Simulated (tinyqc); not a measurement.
Worked calculation: hydrogen passivation and dissociation of interface defects with a spread of activation energies. Computed by tinyqc, a small Python program that keeps every step. Command: `OMP_NUM_THREADS=1 python tinyqc.py 3007980 3007981 out.jsonl passivation walk`. One thread of a shared host (Intel(R) Xeon(R) Processor @ 2.30GHz), about 0.01 s of CPU time with the checks. Intermediate numbers are printed to about 7 digits and carried at full precision; extremes and crossings named in words are read from the listed rows.

Active defects P react as P + H2 -> HP + H and HP -> P + H; released atomic hydrogen is removed. All defects start active. Activation energies are normally distributed, independently for the two reactions.

Inputs (values chosen for the exercise, for a model interface):
```
quantity,value,unit
defect density N_0,2.2e+12,cm^-2
mean passivation energy E_f,1.64,eV
spread s_f,0.042,eV
prefactor k_f0,1.3e-08,cm^3/s
mean dissociation energy E_d,2.83,eV
spread s_d,0.11,eV
prefactor k_d0,2.1e+13,1/s
dissolved hydrogen [H2],1.9e+16,cm^-3
anneal temperature T,670,K
anneal time t,2100,s
```

Ambient: hydrogen.

Constants: k_B = 8.617333262e-05 eV/K.

## Sites at the mean energies

a = k_f0 [H2] exp(-E_f/k_B T), b = k_d0 exp(-E_d/k_B T); the active share of one kind of site is b/(a + b) + (a/(a + b)) exp(-(a + b) t).

passivation rate a = 1.138999e-04 1/s

dissociation rate b = 1.083423e-08 1/s

active share, single energy = 0.7872677

steady active share, single energy = 9.511154e-05

## A five-point average

Gauss-Hermite nodes for a unit normal variable, z = 0, +/-1.355626, +/-2.856970 with weights 0.533333, 0.222076, 0.011257; E_f + s_f z is varied at the mean E_d.

Nodes:
```
z,weight,energy (eV),rate (1/s),active share
-2.856970,0.011257,1.520007,9.101557e-04,0.1478908
-1.355626,0.222076,1.583064,3.053525e-04,0.5266436
0.000000,0.533333,1.640000,1.138999e-04,0.7872677
1.355626,0.222076,1.696936,4.248596e-05,0.9146448
2.856970,0.011257,1.759993,1.425382e-05,0.9705109
```

active share, five points = 0.7525413

## Average over the spread

Full average: z from -5 to 5 in steps of 0.125 with normalised weights exp(-z^2/2), energy = mean + spread x z, over both energies.

active share = 0.7525576

active defects = 1.655627e+12 cm^-2

The spread changes the active share from 0.787 to 0.753.

## Isochronal anneals

The formulas are those given above.

Same time, other temperatures:
```
T (K),a (1/s),b (1/s),"active share, single energy","active share, spread"
450,1.060487e-10,4.242426e-19,0.9999998,0.9999996
525,4.460565e-08,1.430260e-14,0.9999063,0.9998559
600,4.142889e-06,3.558488e-11,0.9913377,0.9880390
675,1.405732e-04,1.557696e-08,0.7443839,0.7089763
750,2.357122e-03,2.020488e-06,0.0079041,0.0406646
825,2.367166e-02,1.082064e-04,0.0045503,0.0155799
900,1.618457e-01,2.984811e-03,0.0181084,0.0449572
975,8.232497e-01,4.942425e-02,0.0566354,0.1042900
1050,3.319276e+00,5.480462e-01,0.1417120,0.2003162
1125,1.111272e+01,4.409377e+00,0.2840710,0.3275857
```

The active share is lowest, 0.0156, at 825 K of those listed: below, passivation is too slow for this time, and above, dissociation competes. A single energy would promise 0.00455 (at 825 K), so among these rows the spread raises the floor by a factor 3.4.

## Isothermal kinetics

Times are decades about 1/(a + b) of the mean site. The last column is the part of the change still to come; rows stop once it is below 1e-5.

Against time:
```
t (s),"active share, single energy","active share, spread",unreacted part
9,9.989754e-01,0.9986659,0.9986649
90,9.898014e-01,0.9867936,0.9867839
900,9.025696e-01,0.8799045,0.8798159
9000,3.587868e-01,0.3669663,0.3664993
90000,1.303961e-04,0.0088120,0.0080807
```

A single energy finishes within about two decades of time. With the spread the unreacted part is 0.99 at 90 s and still 0.0081 at 90000 s, where one energy leaves 3.5e-5: a width of s/k_B T = 0.73 in ln(rate) stretches the decay only mildly.

Checks made by the program: the average on a grid twice as fine (relative difference 2e-08).
